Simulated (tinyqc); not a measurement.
From results back to parameters: direct gap of a germanium-like layer under biaxial tension. Three cases, with inputs chosen for the exercise.

Problem. A (001) layer under biaxial tension e_par has ezz = -2 (C12/C11) e_par, Ec = Eg + ac tr(e), E(HH) = -P - Q and E(LH) = -P + (Q - Dso + sqrt(Dso^2 + 2 Dso Q + 9 Q^2))/2 with P = -av tr(e), Q = -b (e_par - ezz). The transition from the light-hole edge is given.

Find: e_par; Ec - E(HH).

Method. Ec - E(LH) falls steadily with tension, so bisection between 0 and 4 % gives the only root; then Ec - E(HH) = Eg + (ac - av) tr(e) + Q.

Case 1.

Values chosen (near those of Ge, gaps at low temperature; the results hold for these values, not for the real material): Eg = 0.896 eV (gap at Gamma to the s-like level); Dso = 0.284 eV (spin-orbit splitting); ac = -8.23 eV (conduction deformation potential); av = 1.24 eV (valence hydrostatic potential); b = -2.55 eV (tetragonal shear potential); C11 = 127.2 GPa; C12 = 48.1 GPa.

Ec - E(LH) = 0.739964 eV

Solution.

e_par = 0.900 %
Ec - E(HH) = 0.8303 eV

Case 2.

Values chosen (near those of Ge, gaps at low temperature; the results hold for these values, not for the real material): Eg = 0.909 eV (gap at Gamma to the s-like level); Dso = 0.285 eV (spin-orbit splitting); ac = -8.36 eV (conduction deformation potential); av = 1.23 eV (valence hydrostatic potential); b = -2.56 eV (tetragonal shear potential); C11 = 130.7 GPa; C12 = 49 GPa.

Ec - E(LH) = 0.637965 eV

Solution.

e_par = 1.500 %
Ec - E(HH) = 0.7964 eV

Case 3.

Values chosen (near those of Ge, gaps at low temperature; the results hold for these values, not for the real material): Eg = 0.891 eV (gap at Gamma to the s-like level); Dso = 0.288 eV (spin-orbit splitting); ac = -8.35 eV (conduction deformation potential); av = 1.22 eV (valence hydrostatic potential); b = -2.59 eV (tetragonal shear potential); C11 = 128.5 GPa; C12 = 48.7 GPa.

Ec - E(LH) = 0.740503 eV

Solution.

e_par = 0.860 %
Ec - E(HH) = 0.8279 eV

Computed by tinyqc, one run a case: `OMP_NUM_THREADS=1 python tinyqc.py N N+1 out.jsonl` with N = 1080930, 1080935, 1080938; one thread of a shared Intel(R) Xeon(R) Processor @ 2.30GHz, about 0.01 s a run at most.
